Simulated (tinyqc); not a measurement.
One anharmonic mode: perturbation theory, self-consistent phonons and exact levels: one step, computed by the program tinyqc. Command: `OMP_NUM_THREADS=1 python tinyqc.py 3005326 3005327 out.jsonl scp walk`. One thread of a shared host (Intel(R) Xeon(R) Processor @ 2.30GHz), about 0.03 s of CPU time with the checks.

V(x) = k x^2/2 + b x^4 for one coordinate x of mass M. A constant K > 0 gives hbar Omega = sqrt((hbar^2/u) K/M) with K in eV/angstrom^2 and M in u.

Task: Shape of the double well. Minima at x_0 = sqrt(-k/(4 b)), depth k^2/(16 b), curvature -2k there.

Inputs (values chosen for the exercise, for a model mode): mode mass M = 78.7 u; harmonic constant k = -0.912 eV/angstrom^2; quartic constant b = 13.1 eV/angstrom^4.

Shape: double well.

Constants: hbar^2/u = 4.18015928e-03 eV angstrom^2.

Give: x_0; well depth; harmonic quantum in a well; depth / zero-point energy of a well.

Result:

x_0 = 0.1319 angstrom

well depth = 3.968 meV

harmonic quantum in a well = 9.843 meV

depth / zero-point energy of a well = 0.8063

The lowest levels lie near the top of the barrier.
